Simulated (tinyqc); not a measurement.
Two-dimensional dopant profile at a mask edge: lateral junction, overlap and effective channel length. Changing the channel doping C_B. Computed by tinyqc, a small Python program. Command: `OMP_NUM_THREADS=1 python tinyqc.py 3014016 3014017 out.jsonl lateral sweep`. One thread of a shared host (Intel(R) Xeon(R) Processor @ 2.30GHz), about 0.01 s of CPU time with the checks.

Ions enter for y < 0; the mask (spacer, then gate) covers y > 0. x is the depth. The surface reflects dopant during the anneal.

Inputs (values chosen for the exercise, modelled on a source-drain extension in silicon):
```
quantity,value,unit
dose Q,1.3e+14,1/cm^2
projected range R_p,6.5,nm
vertical straggle,2.2,nm
lateral straggle,3.2,nm
anneal budget D t,2.6e-14,cm^2
gate length L_g,70,nm
offset spacer,4.6,nm
oxide thickness,2.4,nm
```

Constants: eps_0 = 8.8541878128e-12 F/m.

Method:
- Widths s_x^2 = (vertical straggle)^2 + 2 D t, s_y^2 = (lateral straggle)^2 + 2 D t. C(x, y) = V(x) (1/2) erfc(y/(sqrt2 s_y)), V(x) = Q/(sqrt(2 pi) s_x) [exp(-(x - R_p)^2/(2 s_x^2)) + exp(-(x + R_p)^2/(2 s_x^2))]; 1 nm = 1e-7 cm.
- The vertical junction far from the mask solves V(x) = C_B.
- The lateral junction at depth x solves C = C_B: y_j(x) = sqrt2 s_y erfc^-1(2 C_B/V(x)). Overlap under the gate = y_j(0) - spacer; metallurgical channel L_met = L_g - 2 overlap (tails from the two sides are not added).
- Abruptness at y_j(0) in nm per decade = ln(10) s_y sqrt(pi/2) exp(u^2) erfc(u), u = y_j/(sqrt2 s_y). Overlap capacitance per width = 3.9 eps_0 overlap/t_ox (zero if there is no overlap).

One run for each value:
```
channel doping C_B (1/cm^3),lateral junction y_j(0) (nm),vertical junction x_j (nm),metallurgical channel L_met (nm),lateral abruptness (nm/decade)
3.00e+16,12.472,19.644,54.255,2.6260
6.80e+16,11.507,19.004,56.186,2.8128
1.50e+17,10.504,18.352,58.192,3.0350
7.70e+17,8.129,16.874,62.943,3.7169
1.70e+18,6.764,16.077,65.671,4.2498
3.90e+18,5.088,15.162,69.024,5.1232
8.90e+18,2.996,14.147,73.209,6.7607
```

Give the missing row, channel doping C_B (1/cm^3) = 3.40e+17.

Computed row; columns: (1) channel doping C_B (1/cm^3); (2) lateral junction y_j(0) (nm); (3) vertical junction x_j (nm); (4) metallurgical channel L_met (nm); (5) lateral abruptness (nm/decade):
```
(1)         (2)     (3)     (4)     (5)
3.40e+17  9.375  17.637  60.449  3.3274
```

Interpolating between the two neighbouring rows (the first column on a logarithmic scale, the others too where they are positive) misses most in lateral junction y_j(0) (nm), by 1.4 %. Over the rows, lateral junction y_j(0) (nm) falls from 12.5 to 3.00 (exponent d ln y / d ln x -0.098 between the first rows and -0.64 between the last); vertical junction x_j (nm) falls from 19.6 to 14.1 (exponent d ln y / d ln x -0.041 between the first rows and -0.084 between the last); metallurgical channel L_met (nm) rises from 54.3 to 73.2 (exponent d ln y / d ln x 0.043 between the first rows and 0.071 between the last). A heavier channel (or halo) pushes both junctions back along the tails, where the profile is less steep on a logarithmic scale. Left out: 2.00e19 (the surface is not inverted by the implant).

Caution (all rows): the profile peaks below the surface, where the junction reaches further under the gate than y_j(0); the overlap given is the one at the surface.

Extremes, crossings and ranges named in words are read from the listed rows.
